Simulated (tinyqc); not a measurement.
Worked calculation: quantum-confined Stark effect in a modulator well. Values are carried at full precision from step to step, so a last printed digit may differ when a step is redone from the rounded ones.

Constants: hbar^2/2m0 = 3.80998211 eV angstrom^2; e^2/(4 pi eps0) = 14.39964547 eV angstrom; hc = 1239.841984 eV nm.

Inputs chosen for the exercise (near those of a Ge well in SiGe, direct gap; the results hold for these values, not for the real material): L = 66 angstrom (well width); me = 0.0418 m0 (electron, well); mh = 0.21 m0 (heavy hole along z, well); F = 76 kV/cm (field); Vc = 0.353 eV (conduction offset); Vv = 0.106 eV (heavy-hole offset); meb = 0.0554 m0 (electron, barrier); mhb = 0.235 m0 (heavy hole, barrier); Eg = 0.85 eV (gap of the well); mp = 0.074 m0 (heavy hole in the plane); eps = 15.8 (dielectric constant); dE = 23 meV (operating point below the zero-field line); G = 10 meV (half width of the exciton line).

## Estimate for hard walls

Second order: each level moves by -C m (e F)^2 L^4/(2c), C = (15/pi^2 - 1)/(24 pi^2), c = hbar^2/2m0, 1 kV/cm = 1e-5 eV/angstrom. It holds while e F L is no more than about twice 3 c pi^2/(m L^2).

Estimate:
```
carrier     shift (meV)  e F L over the level spacing
electron          -0.13                          0.08
heavy hole        -0.66                          0.41
```

The hole, 5.0 times heavier, carries 83 % of the estimated shift.

## Levels and envelopes

Envelopes on cells of 0.5 angstrom over the well |z| < L/2 and 45 angstrom of barrier on each side, psi = 0 beyond, psi'/m continuous (mean mass between points), c = hbar^2/2m0. The electron sees + e F z and the hole - e F z, each with its offset in the barriers; 1 kV/cm = 1e-5 eV/angstrom. Light holes, band mixing and escape by tunnelling are left out.

Ground levels, squared overlap and separation <z>_h - <z>_e without and with the field.

Results:
```
F (kV/cm)  E_e (meV)  E_h (meV)  overlap^2  separation (angstrom)
0              84.04      20.11      0.996                    0.0
76             83.08      16.79      0.910                   11.2
```

The electron level moves by -0.96 meV (7.3 times the hard-wall estimate, since it leaks into the barriers and sees a wider well) and the hole level by -3.32 meV (5.01 times).

## Exciton

Exciton: in-plane function exp(-rho/lam), 1/mu = 1/me + 1/mp, E(lam) = c/(mu lam^2) - (q/eps) times the integral over k of Fm(k)(1 + (k lam/2)^2)^(-3/2), Fm(k) the double integral of psi_e^2 psi_h^2 exp(-k |z - z'|), q = e^2/(4 pi eps0); binding Eb = -E at the minimum. Line at Eg + E_e + E_h - Eb, strength proportional to overlap^2/lam^2.

Minimise over lam without and with the field.

Results:
```
F (kV/cm)  lam (angstrom)  Eb (meV)  line (eV)      nm  overlap^2/lam^2 (1e-4/angstrom^2)
0                   210.0      4.20     0.9500  1305.2                             0.2257
76                  213.3      4.12     0.9457  1311.0                             0.2001
```

The weaker binding gives back 0.08 meV of the red shift, leaving 4.2 meV; the strength falls to 89 %.

## Contrast at the operating point

With a Gaussian line of half width G, the absorption at E_op = line(0) - dE is proportional to strength x exp(-ln2 ((E_op - line)/G)^2); continuum absorption is left out. Give it at both fields, relative to the zero-field peak.

E_op = 0.9270 eV
wavelength = 1337.5 nm

absorption without and with the field: [0.026, 0.077]

The field changes the absorption by +0.05 of the zero-field peak. With dE above 2G the Gaussian tail at zero field is weak; real tails fall only exponentially and absorb more.

## Checks

- Zero-field levels against the matching condition of the square well, meV: largest difference 3.2e-01.
- Slope d(E_e + E_h)/dF against minus the separation (Hellmann-Feynman), angstrom: both -11.2.

(tinyqc, `OMP_NUM_THREADS=1 python tinyqc.py 1281886 1281887 out.jsonl`, Intel(R) Xeon(R) Processor @ 2.30GHz, 1 thread, shared host, about 0.2 s.)
